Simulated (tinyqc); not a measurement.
# Doping and offset from the band bending

Question. An n-N heterojunction in equilibrium with Boltzmann electrons and no holes obeys er1 N1 g(u1/Vt) = er2 N2 g(-u2/Vt), g(t) = exp(t) - t - 1, where u1 = psi_j - psi_L and u2 = psi_R - psi_j, and u1 + u2 = dEc + Vt ln(N2 Nc1/(N1 Nc2)). Find N2 and dEc.

Inputs (values chosen for the exercise); band and dielectric values close to those of InP and In0.53Ga0.47As:
```
symbol,value,unit,meaning
T,300,K,temperature
er1,12.6,,relative permittivity of material 1
Nc1,5.73e17,cm^-3,conduction-band density of states of material 1
er2,13.9,,relative permittivity of material 2
Nc2,2.12e17,cm^-3,conduction-band density of states of material 2
N1,5.4e15,cm^-3,donor density of material 1
```

Constants: q = 1.602176634e-19 C, kB = 1.380649e-23 J/K, Vt = kB T/q. Results are converted to the units shown.

bending psi_j - psi_L = -0.16123591 V
bending psi_R - psi_j = -0.036647730 V

Answer. Continuity of D gives N2 directly; the sum of the bendings then gives the offset.

N2 = 1.50e16 cm^-3
dEc = -0.250 eV

Program tinyqc, `OMP_NUM_THREADS=1 python tinyqc.py 2040022 2040023 out.jsonl`; Intel Xeon 2.30GHz, shared host, one thread, about 0.02 s.
